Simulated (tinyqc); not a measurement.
Six-transistor SRAM cell, nodal equations and margins: course of the iteration: node voltages in a read by Newton steps.

Two cross-coupled inverters (pull-down bn, pull-up bp) hold the nodes Q and QB; access transistors (ba, threshold VTn, gate on the word line at Vdd when selected) join them to the bit lines. Transistor (EKV form, voltages against the body): I = 2 n b Vt^2 [F(vp - Vs) - F(vp - Vd)] from drain to source, F(v) = ln^2(1 + exp(v/(2 Vt))), vp = (Vg - VT + sg |Vd - Vs|)/n. n-channel bodies are at 0; for the p-channel device all voltages are counted down from Vdd. b in uA/V^2 gives I in uA. For an access transistor the bit line is the drain and the node the source. In a read both bit lines are at Vdd. The cell is symmetric (no mismatch).

F1 = In(gate QB, drain Q) - Ip(gate QB, drain Q) - Ia(bit line, Q), F2 the same with Q and QB exchanged; J by central differences with +/- 1e-6 V; solve J d = -F, limit each component to +/- 0.15 V and add.

Stop when the largest change of (Q, QB) is below 1e-9 V, or after 30 iterations. The rule counts as met only at the stable state with Q low.

Inputs (values chosen for the exercise):
- T = 273 K (temperature)
- Vdd = 0.7 V (supply voltage)
- n = 1.44 (slope factor)
- sg = 0.046 (drain-induced barrier lowering)
- VTn = 0.41 V (n-channel threshold)
- VTp = 0.45 V (p-channel threshold (magnitude))
- bn = 260 uA/V^2 (gain factor of the pull-down transistor)
- ba = 170 uA/V^2 (gain factor of the access transistor)
- bp = 68 uA/V^2 (gain factor of the pull-up transistor)

Constants: q = 1.602176634e-19 C, kB = 1.380649e-23 J/K, Vt = kB T/q. Results are converted to the units shown.

(Q, QB) at the start (V): Q 0.000000, QB 0.700000

Course of the iteration:
```
iteration	Q (V)	largest |change| of one entry (V)
1	0.0470351	0.0470
2	0.0539492	6.91e-3
3	0.0541070	1.58e-4
4	0.0541071	8.24e-8
5	0.0541071	2.24e-14
```

Did this iteration meet its convergence test, and what does its course show?

Yes. Converged in 5 iterations. At the end the number of correct digits about doubles with each step.

Numbers from tinyqc (`OMP_NUM_THREADS=1 python tinyqc.py 2340006 2340007 out.jsonl`; about 0.1 s on one thread of a shared Intel Xeon 2.30GHz).
